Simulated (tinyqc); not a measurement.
## Doping and barrier from two capacitances

Problem. A Schottky diode on a uniformly doped n-type layer obeys (A/C)^2 = 2 (Vbi - V - Vt)/(q eps0 eps_r Nd) in reverse bias, with phiB = Vbi + Vt ln(Nc/Nd) and image force ignored. Find Nd, Vbi and phiB.

Values chosen for this exercise; band and dielectric values close to those of silicon:
- T = 300 K (temperature)
- eps_r = 11.7 (relative permittivity)
- Nc = 2.77e19 cm^-3 (conduction-band density of states at T)
- A = 0.0011 cm^2 (diode area)

Constants: q = 1.602176634e-19 C, kB = 1.380649e-23 J/K, Vt = kB T/q, eps0 = 8.8541878128e-14 F/cm where lengths are in cm. Results are converted to the units shown.

C at V = -0.9 and -5 V (pF): [162.45173, 83.745623]

Answer. The slope of (A/C)^2 against -V gives Nd, the intercept Vbi - Vt, and the Fermi-level depth Vt ln(Nc/Nd) is added for the barrier.

Nd = 3.90e17 cm^-3
Vbi = 0.610 V
phiB = 0.720 eV

tinyqc, about 0.04 s, one thread, Intel Xeon 2.30GHz (shared host): `OMP_NUM_THREADS=1 python tinyqc.py 2020051 2020052 out.jsonl`
